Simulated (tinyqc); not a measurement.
Shockley-Read-Hall recombination through one deep level: sweeps and comparisons. A value that a table varies takes the place of the one given here.

One level at Et with degeneracy 1: tn = 1/(sn vth Nt), tp = 1/(sp_ vth Nt), n1 = Nc exp((Et - Eg)/kT), p1 = Nv exp(-Et/kT), ni^2 = n1 p1. Equilibrium p0 = Nm, n0 = ni^2/Nm; n = n0 + dn, p = p0 + dn. U = (n p - ni^2)/(tp (n + n1) + tn (p + p1)), lifetime dn/U; emission rates en = sn vth n1, ep = sp_ vth p1.

Constants: kB = 8.617333262e-05 eV/K.

Values chosen for the exercise (gap and densities of states near those of Ge at this temperature; not measured data):
- E1 = 0.228 eV (level (+1/0) above Ev)
- E2 = 0.448 eV (level (0/-1) above Ev)
- gm = 2 (degeneracy of the middle state, the others 1)
- T = 300 K
- Eg = 0.658 eV (gap)
- Nc = 1.03e+19 1/cm^3 (conduction-band density of states)
- Nv = 4.89e+18 1/cm^3 (valence-band density of states)
- Nd = -1.2e+14 1/cm^3 (ionised shallow donors minus acceptors)
- Et = 0.448 eV (recombination level above Ev)
- Nt = 7.7e+14 1/cm^3 (defects)
- sn = 2e-14 cm^2 (electron capture cross-section)
- sp_ = 1.5e-16 cm^2 (hole capture cross-section)
- vth = 16000000 cm/s (thermal velocity, both carriers)
- Nm = 1e+16 1/cm^3 (equilibrium holes for the lifetime steps)
- dn = 1.7e+12 1/cm^3 (excess pairs)

## Charge state against the Fermi level (deep level with several charge states)

Energies from Ev. The defect has charge states +1, 0, -1 with weights 1, gm exp((EF - E1)/kT), exp((2 EF - E1 - E2)/kT); the shares are the weights over their sum. Boltzmann carriers: n = Nc exp((EF - Eg)/kT), p = Nv exp(-EF/kT). Neutrality: p - n + Nd + Nt <q> = 0.

Shares:
```
EF (eV)     +1      0     -1     <q>
0.039    0.999  0.001  0.000   0.999
0.092    0.990  0.010  0.000   0.990
0.145    0.925  0.075  0.000   0.925
0.197    0.624  0.376  0.000   0.624
0.250    0.176  0.824  0.000   0.176
0.303    0.027  0.972  0.002   0.025
0.355    0.004  0.983  0.013  -0.010
0.408    0.000  0.903  0.096  -0.096
0.461    0.000  0.547  0.453  -0.453
0.513    0.000  0.139  0.861  -0.861
0.566    0.000  0.020  0.980  -0.980
0.619    0.000  0.003  0.997  -0.997
```

Where the levels are several kT apart the middle state rules between about E1 - kT ln gm = 0.210 and E2 + kT ln gm = 0.466 eV; its largest share listed is 0.983. Each step spreads from 10 % to 90 % over 4.4 kT = 0.114 eV.

## Defects against doping (deep level with several charge states)

Nt takes the listed multiples of |Nd|; the resistivity uses mobilities of 1000 (electrons) and 300 (holes) cm^2/(V s), chosen for the exercise, and e = 1.602176634e-19 C.

Neutral state:
```
Nt/|Nd|  EF (eV)  n (1/cm^3)  p (1/cm^3)  rho (ohm cm)
0.01      0.2737    3.60e+12    1.24e+14           154
0.10      0.2739    3.63e+12    1.23e+14           154
0.30      0.2742    3.68e+12    1.21e+14           156
0.60      0.2748    3.76e+12    1.18e+14           159
0.90      0.2753    3.84e+12    1.16e+14           162
1.10      0.2757    3.89e+12    1.14e+14           163
1.50      0.2764    4.00e+12    1.11e+14           167
3.00      0.2788    4.40e+12    1.01e+14           180
10.00     0.2879    6.25e+12    7.12e+13           226
```

EF goes from 0.274 to 0.288 eV and the resistivity from 154 to 226 ohm cm, with a largest value of 226. The largest move of EF, +0.009 eV, comes between Nt/|Nd| = 3 and 10; the levels lie at 0.228 and 0.448 eV. A defect can take up to one carrier of either sign, so the doping can be cancelled no earlier than Nt = |Nd|, there only if EF lies well beyond the level that takes the carriers and otherwise at larger Nt (mean charge +0.05 in the last row).

## Lifetime against injection

Recombination:
```
dn (1/cm^3)  lifetime (microsecond)  U (1/(cm^3 s))
1.0e+11                      0.1694        5.90e+17
1.0e+12                      0.1694        5.90e+18
1.0e+13                      0.1697        5.89e+19
1.0e+14                      0.1731        5.78e+20
1.0e+15                      0.2035        4.91e+21
1.0e+16                      0.3573        2.80e+22
1.0e+17                      0.5110        1.96e+23
1.0e+18                      0.5415        1.85e+24
```

The lifetime rises from 0.1694 to 0.5415 microsecond; tn + tp = 0.5452. At low injection it is tn (1 + p1/p0) + tp n1/p0 with n1/Nm = 0.31 and p1/Nm = 1.5e-05: re-emission lengthens it to 41.7 times the minority capture time. Auger and radiative paths are left out; they cut in at the highest injections, and in a doped direct-gap crystal the radiative one counts at all injections. dn = dp neglects trapped charge, which matters where the traps hold a charge comparable with dn, at low injection and with very unequal cross sections.

## Where a level does most harm

Et takes the values listed; G = Nt en ep/(en + ep) in a depleted region; the lifetime is for dn = 1e11 1/cm^3.

Results:
```
Et (eV)  lifetime (microsecond)  G (1/(cm^3 s))
0.039                     0.443        1.01e+17
0.092                    0.0606        7.87e+17
0.145                    0.0113        6.11e+18
0.197                   0.00505        4.52e+19
0.250                   0.00427        2.19e+20
0.303                   0.00469        7.15e+19
0.355                   0.00860        9.82e+18
0.408                    0.0392        1.26e+18
0.461                     0.277        1.63e+17
0.513                      2.05        2.18e+16
0.566                      15.9        2.80e+15
0.619                       123        3.61e+14
```

Generation peaks where en = ep, at Eg/2 + (kT/2) ln(sp_ Nv/(sn Nc)) = 0.256 eV; the largest value listed is at 0.250 eV, and G falls by a decade for each 0.060 eV away from the peak. The lifetime is within a factor 2 of its minimum, 0.00427 microsecond, from 0.197 to 0.303 eV: recombination tolerates a wide range of Et, generation a narrow one.

## What moves lifetime and leakage

G = Nt en ep/(en + ep). Each row changes one parameter from the base and keeps the others.

Results:
```
case                  lifetime (microsecond)  G (1/(cm^3 s))
base                                  0.1694        2.69e+17
Et = 0.488 eV                         0.7807        5.73e+16
sn = 4e-14 cm^2                       0.1674        2.69e+17
sp_ = 3e-16 cm^2                     0.08674        5.38e+17
Nt = 3.85e+14 1/cm^3                  0.3389        1.35e+17
Nm = 3e+16 1/cm^3                    0.05919        2.69e+17
dn = 5.1e+12 1/cm^3                   0.1696        2.69e+17
```

The largest shifts from the base row, up to three for each result and ties (the steps differ in size, so this ranks the rows, not the parameters). lifetime (microsecond): Et +0.611, Nt +0.169, Nm -0.110. G (1/(cm^3 s)): sp_ +2.69e+17, Et -2.12e+17, Nt -1.35e+17; unchanged at the printed digits by sn, Nm and dn.

Run: tinyqc, `OMP_NUM_THREADS=1 python tinyqc.py 1682642 1682643 out.jsonl`; Intel(R) Xeon(R) Processor @ 2.30GHz, one thread, shared host; about 0.01 s of CPU time with all checks.
